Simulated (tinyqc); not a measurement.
# MOSFET in the linear regime without short-channel effects, parameter extraction from computed curves: extraction methods against the first mobility attenuation factor

Inversion charge Q = Cox n Vt W0(exp((Vg - VT)/(n Vt))), W0 the Lambert function and n = nf; u = Q/Cox; mobility mu = mu0/(1 + th1 u + th2 u^2); channel resistance Rch = (L - dL)/(W mu Q); Id = Vd/(Rch + Rsd/W). Cox = eps0 eox/tox. Small Vd, no channel-length or drain effects.

From the continuous curve Id(Vg): tangent at peak gm (V_ext = Vg - Id/gm); constant current Id = 0.1 uA W/L; peak of d2Id/dVg2; Y = Id/sqrt(gm) drawn through Vg = VT + 0.6 and VT + 0.8 V, with intercept VT_Y and slope s. Mobilities gm,max L/(W Cox Vd) and s^2 L/(W Cox Vd) with the drawn L. Last column: share of Rsd/W in the total resistance at VT + 0.8 V.

Inputs (values chosen for the exercise); channel values of the order met in silicon transistors: temperature T = 300 K; relative permittivity of the gate insulator (close to silicon nitride) eox = 7.29; insulator thickness tox = 7.3 nm; low-field mobility mu0 = 290 cm^2/(V s); second mobility attenuation factor th2 = 0.04 1/V^2; threshold voltage VT = 0.59 V; body factor nf = 1.11; gate width W = 1 um; drawn gate length L = 0.65 um; drawn less effective length dL = 0.01 um; source plus drain resistance Rsd = 170 ohm um; drain voltage Vd = 0.02 V.

Constants: q = 1.602176634e-19 C, kB = 1.380649e-23 J/K, Vt = kB T/q, eps0 = 8.8541878128e-14 F/cm where lengths are in cm. Results are converted to the units shown.

Results:
```
th1 (1/V),V_ext (V),constant current (V),second derivative (V),VT_Y (V),mobility from gm (cm^2/(V s)),mobility from Y (cm^2/(V s)),series share (%)
0,0.620,0.598,0.584,0.644,256,281,4.51
0.2,0.604,0.598,0.583,0.644,231,281,3.99
0.4,0.596,0.598,0.582,0.644,216,281,3.57
0.8,0.587,0.598,0.580,0.644,195,281,2.95
1,0.583,0.599,0.580,0.644,187,281,2.71
1.2,0.581,0.599,0.579,0.644,180,281,2.51
```

Estimate the missing row, th1 = 0.6 1/V.

Computed row:
```
th1 (1/V),V_ext (V),constant current (V),second derivative (V),VT_Y (V),mobility from gm (cm^2/(V s)),mobility from Y (cm^2/(V s)),series share (%)
0.6,0.591,0.598,0.581,0.644,204,281,3.23
```

With this row back in the table: The model has VT = 0.59 V and mu0 = 290 cm^2/(V s). Over the table the extracted thresholds move by 40 mV (tangent), 1.1 mV (constant current), 5.5 mV (second derivative), under 0.5 mV (Y function). The mobility from gm falls from 256 to 180 and that from Y stays near 281 cm^2/(V s).

tinyqc, about 0.01 s, one thread, Intel Xeon 2.30GHz (shared host): `OMP_NUM_THREADS=1 python tinyqc.py 2210124 2210125 out.jsonl`
